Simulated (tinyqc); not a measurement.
Changing the beta: Tersoff bond-order potential. Computed by tinyqc, a small Python program. Command: `OMP_NUM_THREADS=1 python tinyqc.py 3009006 3009007 out.jsonl tersoff sweep`. One thread of a shared host (Intel(R) Xeon(R) Processor @ 2.30GHz), about 0.01 s of CPU time with the checks.

E = (1/2) sum_(i, j != i) [A exp(-lambda r_ij) - b_ij B exp(-mu r_ij)], b_ij = (1 + (beta zeta_ij)^n)^(-1/(2n)), zeta_ij = sum_(k != i, j) g(theta_ijk), g = 1 + c^2/d^2 - c^2/(d^2 + (h - cos theta)^2), with theta at atom i. Only nearest neighbours count (cut-off function 1 for them, 0 beyond).

Inputs (values chosen for the exercise, modelled on silicon): A = 1806.2 eV; B = 468.29 eV; lambda = 2.4799 1/angstrom; mu = 1.7322 1/angstrom; n = 0.7973; c = 97390; d = 16.3; h = -0.5912.

Constants: 1 eV/angstrom^3 = 160.2176634 GPa.

Method:
- zeta = 3 g(cos theta = -1/3).
- With z equal bonds of order b, r = ln(lambda A/(mu b B))/(lambda - mu) and E per atom = -(z/2) b B exp(-mu r)(1 - mu/lambda).
- a0 = 4 r/sqrt3; B0 = phi''(r)/(3 a0) with phi'' = mu (lambda - mu) b B exp(-mu r), since b does not change under uniform scaling.
- Second derivatives of the energy per atom, volume V = a0^3/8: e_xx gives C11; e_xx = -e_yy gives 2 (C11 - C12); e_xy = e_yx = s/2 with a sublattice shift u_z gives C44 = (E_ss - E_su^2/E_uu)/V and Kleinman's parameter |E_su/E_uu|/(a0/4).

One run for each value:
```
beta      bond order b  energy per atom of the diamond lattice (eV)  bond length (angstrom)  C44 (GPa)
1.10e-07       0.99402                                      -5.2845                  2.2933      15.46
2.10e-07       0.99004                                      -5.2147                  2.2987      24.64
4.10e-07       0.98318                                      -5.0958                  2.3080      38.63
7.80e-07       0.97232                                      -4.9114                  2.3228      56.70
1.50e-06       0.95448                                      -4.6189                  2.3476      77.88
2.90e-06       0.92599                                      -4.1772                  2.3881      96.67
5.60e-06       0.88256                                      -3.5620                  2.4524     104.53
1.10e-05       0.81799                                      -2.7686                  2.5540      94.99
```

Over the rows, bond order b falls from 0.994 to 0.818 (exponent d ln y / d ln x -0.0062 between the first rows and -0.11 between the last); energy per atom of the diamond lattice (eV) rises from -5.28 to -2.77 (exponent d ln y / d ln x -0.021 between the first rows and -0.37 between the last); bond length (angstrom) rises from 2.29 to 2.55 (exponent d ln y / d ln x 0.0036 between the first rows and 0.060 between the last). beta scales how strongly neighbours weaken a bond: shear stiffness needs that dependence, but a weak, long bond is soft again.
